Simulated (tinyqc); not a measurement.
Charge pumping in an n-channel transistor: triangular pulses against frequency.

The gate is pulsed from accumulation to inversion and back. Energies E are counted from the intrinsic level; Dit(E) = D0 [1 + b (2 E/Eg)^2]. During each edge the traps near the bands emit their carriers, and those between Eh and Ee recombine once a cycle.

For a symmetric triangular wave tr = tf = 1/(2 f). ni = sqrt(Nc Nv) exp(-Eg/(2 Vt)), Eg in volts; emission times te = (dV/Va) tf and th = (dV/Va) tr; Ee = -Vt ln(vth sn ni te), Eh = +Vt ln(vth sp ni th). Nit = integral of Dit from Eh to Ee = D0 [Ee - Eh + 4 b (Ee^3 - Eh^3)/(3 Eg^2)], Qcp = q A Nit, Icp = f Qcp.

Values chosen for this exercise; band and dielectric values those of a made-up semiconductor:
- T = 350 K (temperature)
- Eg = 1.18 eV (band gap)
- Nc = 4.03e19 cm^-3 (conduction-band density of states at 350 K)
- Nv = 3.5e19 cm^-3 (valence-band density of states at 350 K)
- A = 0.74 um^2 (gate area)
- D0 = 9.2e11 cm^-2 eV^-1 (trap density at midgap)
- b = 2 (rise of the trap density towards the band edges)
- sn = 1.1e-16 cm^2 (cross-section for electrons)
- sp = 2.1e-16 cm^2 (cross-section for holes)
- vth = 1.9e7 cm/s (thermal velocity at 350 K, one nominal value for electrons and holes)
- dV = 0.73 V (Vth - Vfb)
- Va = 1.7 V (pulse height)

Constants: q = 1.602176634e-19 C, kB = 1.380649e-23 J/K, Vt = kB T/q. Results are converted to the units shown.

Triangular pulses against frequency:

| f (Hz) | Ee (eV) | Eh (eV) | Nit (cm^-2) | Icp (pA) | Qcp (fC) |
|---|---|---|---|---|---|
| 2200 | 0.1119 | -0.09240 | 1.918e11 | 0.5003 | 0.2274 |
| 5100 | 0.1373 | -0.1178 | 2.421e11 | 1.464 | 0.2870 |
| 12000 | 0.1631 | -0.1436 | 2.950e11 | 4.197 | 0.3497 |
| 26000 | 0.1864 | -0.1669 | 3.446e11 | 10.62 | 0.4086 |
| 59000 | 0.2111 | -0.1916 | 3.995e11 | 27.94 | 0.4736 |
| 1.3e5 | 0.2349 | -0.2154 | 4.548e11 | 70.10 | 0.5392 |
| 3e5 | 0.2602 | -0.2407 | 5.163e11 | 183.6 | 0.6122 |
| 6.9e5 | 0.2853 | -0.2658 | 5.809e11 | 475.3 | 0.6888 |
| 1.6e6 | 0.3106 | -0.2911 | 6.499e11 | 1233 | 0.7706 |
| 3.5e6 | 0.3343 | -0.3147 | 7.178e11 | 2979 | 0.8511 |

Qcp rises from 0.227 to 0.851 fC, by 0.163 fC a decade between the first two rows and 0.237 between the last two (2 q A D0 Vt ln 10 = 0.152 fC): faster edges leave less time for emission and widen the window, so Icp grows faster than f, as f^(1.18).

Range of the model: The Fermi levels of inversion and accumulation are taken to lie beyond Ee and Eh, the flat tops to fill all traps, and no geometric current is added.

Numbers from tinyqc (`OMP_NUM_THREADS=1 python tinyqc.py 2030086 2030087 out.jsonl`; about 0.01 s on one thread of a shared Intel Xeon 2.30GHz).
